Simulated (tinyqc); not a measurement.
RHF in the 3-21g basis, for H-, spin multiplicity 1, step by step. The basis has no diffuse functions, so it cannot describe the extra electron: this is an exercise in the method, not the real anion. Computed by tinyqc, a small Python program that keeps every step (integrals from PySCF). Settings: charge = -1, multiplicity = 1, basis = 3-21g, energy threshold = 1e-09, iteration cap = 53, orthogonalisation = canonical, start = atomic densities, DIIS depth = 4, method = RHF. Command: `OMP_NUM_THREADS=1 python tinyqc.py 28114 28115 out.jsonl` (the two numbers bound the seeds that draw the settings). One thread of a shared host (Intel(R) Xeon(R) Processor @ 2.60GHz), about 0.06 s of CPU time with the checks. Later iterations appear only in the table of the cycle.

## One-electron integrals

Geometry (angstrom):
```
atom         x         y         z
H     0.000000  0.000000  0.000000
```

Basis 3-21g: exponents (1/bohr^2) and contraction coefficients of normalised primitives:
```
element  l (shell)  exponent  coefficient
H            s (1)  5.447178     0.156285
H            s (1)  0.824547     0.904691
H            s (2)  0.183192     1.000000
```

Overlap, kinetic and nuclear-attraction integrals over the contracted functions; the nuclear repulsion is the sum of Za Zb / Rab.

nuclear repulsion = 0 hartree

overlap S:
```
          1H 1s     1H 2s
1H 1s  1.000000  0.645899
1H 2s  0.645899  1.000000
```

kinetic energy T (hartree):
```
          1H 1s     1H 2s
1H 1s  1.549405  0.293152
1H 2s  0.293152  0.274788
```

nuclear attraction V (hartree):
```
           1H 1s      1H 2s
1H 1s  -1.720918  -0.782663
1H 2s  -0.782663  -0.683004
```

core Hamiltonian H = T + V (hartree):
```
           1H 1s      1H 2s
1H 1s  -0.171513  -0.489511
1H 2s  -0.489511  -0.408216
```

## Two-electron integrals

Functions are numbered as in S; the eight-fold symmetry (ij|kl) = (ji|kl) = (kl|ij) leaves the list below.

Two-electron integrals (ij|kl) in chemists' order, unique and non-zero (hartree):
```
(11|11) 1.140145   (21|11) 0.611403   (21|21) 0.345152   (22|11) 0.626370
(22|21) 0.380329   (22|22) 0.482957
```

## Orthogonalisation

S = U s U^T; canonical form X = U s^(-1/2), so that X^T S X = 1. Each column of U has its largest component positive (the first on a tie).

eigenvalues of S: 0.354101  1.645899

X:
```
               1         2
1H 1s   1.188287  0.551167
1H 2s  -1.188287  0.551167
```

## Starting guess

The start is atomic minimal-basis densities projected into this basis (PySCF's MINAO start) and scaled to the electron count of each spin; this density is not idempotent, so its energy is not variational and may lie below the converged one.

D at the start:
```
          1H 1s     1H 2s
1H 1s  0.405176  0.583680
1H 2s  0.583680  0.840827
```

## Iteration 1: building the Fock matrix

J_ij = sum D_kl (ij|kl), K_ij = sum D_kl (ik|jl); F = H + J - 0.5 K; E = tr D H + tr D J / 2 - 0.25 tr D K + E_nn.

Coulomb J (hartree):
```
          1H 1s     1H 2s
1H 1s  1.702356  0.970434
1H 2s  0.970434  1.103855
```

exchange K (hartree):
```
          1H 1s     1H 2s
1H 1s  1.465900  1.134576
1H 2s  1.134576  0.989912
```

Fock matrix F (hartree):
```
           1H 1s      1H 2s
1H 1s   0.797893  -0.086364
1H 2s  -0.086364   0.200683
```

total energy of this density = -0.29647995 hartree

This density is the starting one; it is not idempotent, so its energy is not variational and may lie below the converged one.

## Iteration 1: diagonalisation and new density

Diagonalise F' = X^T F X, C = X C', fill 1 alpha and 1 beta electrons from the bottom; D = 2 C_occ C_occ^T. Each column has its largest component positive (the first on a tie).

F' = X^T F X (hartree):
```
          1         2
1  1.653912  0.391140
2  0.391140  0.250880
```

orbital energies (hartree): MO1 0.149206, MO2 1.755587

coefficients C:
```
            MO1        MO2
1H 1s  0.234486   1.288731
1H 2s  0.832392  -1.011402
```

D after iteration 1:
```
          1H 1s     1H 2s
1H 1s  0.109968  0.390369
1H 2s  0.390369  1.385754
```

## Iteration 2: building the Fock matrix

As before.

Coulomb J (hartree):
```
          1H 1s     1H 2s
1H 1s  1.470720  0.863751
1H 2s  0.863751  1.035078
```

exchange K (hartree):
```
          1H 1s     1H 2s
1H 1s  1.081021  0.973530
1H 2s  0.973530  1.004153
```

Fock matrix F (hartree):
```
           1H 1s      1H 2s
1H 1s   0.758696  -0.112525
1H 2s  -0.112525   0.124785
```

total energy of this density = -0.39911332 hartree

## Iteration 2: DIIS over 2 matrices

error matrix X^T (FDS - SDF) X:
```
           1         2
1   0.000000  0.060387
2  -0.060387  0.000000
```

B (overlaps of the stored error matrices):
```
               1              2
1  5.7904455e-01  6.4985257e-02
2  6.4985257e-02  7.2931930e-03
```

Minimise |sum c_i e_i|^2 with sum c_i = 1: solve [B -1; -1 0][c; lambda] = [0; -1] with B_ij = tr e_i^T e_j, and take F = sum c_i F_i.

DIIS coefficients: -0.126416  1.126416

extrapolated F (hartree):
```
           1H 1s      1H 2s
1H 1s   0.753741  -0.115832
1H 2s  -0.115832   0.115191
```

## Iteration 2: diagonalisation and new density

As before.

F' = X^T F X (hartree):
```
          1         2
1  1.554069  0.418216
2  0.418216  0.193593
```

orbital energies (hartree): MO1 0.075315, MO2 1.672347

coefficients C:
```
            MO1        MO2
1H 1s  0.206982   1.293433
1H 2s  0.853747  -0.993442
```

D after iteration 2:
```
          1H 1s     1H 2s
1H 1s  0.085683  0.353421
1H 2s  0.353421  1.457769
```

## Iteration 3: building the Fock matrix

As before.

Coulomb J (hartree):
```
          1H 1s     1H 2s
1H 1s  1.442959  0.850787
1H 2s  0.850787  1.026541
```

exchange K (hartree):
```
          1H 1s     1H 2s
1H 1s  1.033008  0.950175
1H 2s  0.950175  1.002446
```

Fock matrix F (hartree):
```
           1H 1s      1H 2s
1H 1s   0.754942  -0.113811
1H 2s  -0.113811   0.117102
```

total energy of this density = -0.40041981 hartree

## Iteration 3: DIIS over 3 matrices

error matrix X^T (FDS - SDF) X:
```
           1         2
1   0.000000  0.001031
2  -0.001031  0.000000
```

B (overlaps of the stored error matrices):
```
               1              2              3
1  5.7904455e-01  6.4985257e-02  1.1092723e-03
2  6.4985257e-02  7.2931930e-03  1.2449189e-04
3  1.1092723e-03  1.2449189e-04  2.1250267e-06
```

As before.

DIIS coefficients: -0.056525  0.494055  0.562469

extrapolated F (hartree):
```
           1H 1s      1H 2s
1H 1s   0.754369  -0.114727
1H 2s  -0.114727   0.116174
```

## Iteration 3: diagonalisation and new density

As before.

F' = X^T F X (hartree):
```
          1         2
1  1.553224  0.417983
2  0.417983  0.194753
```

orbital energies (hartree): MO1 0.076449, MO2 1.671529

coefficients C:
```
            MO1        MO2
1H 1s  0.206717   1.293476
1H 2s  0.853951  -0.993267
```

D after iteration 3:
```
          1H 1s     1H 2s
1H 1s  0.085464  0.353052
1H 2s  0.353052  1.458464
```

## Iteration 4: building the Fock matrix

As before.

Coulomb J (hartree):
```
          1H 1s     1H 2s
1H 1s  1.442694  0.850663
1H 2s  0.850663  1.026459
```

exchange K (hartree):
```
          1H 1s     1H 2s
1H 1s  1.032548  0.949948
1H 2s  0.949948  1.002426
```

Fock matrix F (hartree):
```
           1H 1s      1H 2s
1H 1s   0.754907  -0.113822
1H 2s  -0.113822   0.117031
```

total energy of this density = -0.40042012 hartree

## Iteration 4: DIIS over 4 matrices

error matrix X^T (FDS - SDF) X:
```
           1         2
1   0.000000  0.000463
2  -0.000463  0.000000
```

B (overlaps of the stored error matrices):
```
               1              2              3              4
1  5.7904455e-01  6.4985257e-02  1.1092723e-03  4.9789348e-04
2  6.4985257e-02  7.2931930e-03  1.2449189e-04  5.5877800e-05
3  1.1092723e-03  1.2449189e-04  2.1250267e-06  9.5381169e-07
4  4.9789348e-04  5.5877800e-05  9.5381169e-07  4.2811544e-07
```

As before.

DIIS coefficients: -0.036480  0.316143  0.359959  0.360378

extrapolated F (hartree):
```
           1H 1s      1H 2s
1H 1s   0.754549  -0.114409
1H 2s  -0.114409   0.116456
```

## Iteration 4: diagonalisation and new density

As before.

F' = X^T F X (hartree):
```
          1         2
1  1.552981  0.417916
2  0.417916  0.195087
```

orbital energies (hartree): MO1 0.076775, MO2 1.671294

coefficients C:
```
            MO1        MO2
1H 1s  0.206641   1.293488
1H 2s  0.854009  -0.993217
```

D after iteration 4:
```
          1H 1s     1H 2s
1H 1s  0.085401  0.352946
1H 2s  0.352946  1.458664
```

## Iteration 7 (converged): orbitals

converged F (hartree):
```
           1H 1s      1H 2s
1H 1s   0.754879  -0.113830
1H 2s  -0.113830   0.116972
```

As before.

F' = X^T F X (hartree):
```
          1         2
1  1.552538  0.417794
2  0.417794  0.195696
```

orbital energies (hartree): MO1 0.077369, MO2 1.670864

coefficients C:
```
            MO1        MO2
1H 1s  0.206501   1.293510
1H 2s  0.854116  -0.993125
```

D after iteration 7:
```
          1H 1s     1H 2s
1H 1s  0.085286  0.352752
1H 2s  0.352752  1.459030
```

## Convergence

Stop when the energy changes by less than 1e-09 hartree and every element of the error matrix X^T (F D S - S D F) X is below 9e-06.

Course of the cycle:
```
iteration  E (hartree)     change  largest element of the error matrix
1          -0.29647995          -                             5.38e-01
2          -0.39911332  -1.03e-01                             6.04e-02
3          -0.40041981  -1.31e-03                             1.03e-03
4          -0.40042012  -3.06e-07                             4.63e-04
5          -0.40042017  -4.49e-08                             2.99e-04
6          -0.40042020  -3.22e-08                             1.28e-06
7          -0.40042020  -5.91e-13                             5.24e-09
```

PySCF RHF in the same basis = -0.40042020 hartree

Converged in 7 iterations.

## Populations

Mulliken: Z minus the diagonal of D S on the atom; Loewdin: the same with S^(1/2) D S^(1/2).

Charges (e):
```
atom   Mulliken    Loewdin
1H    -1.000000  -1.000000
```
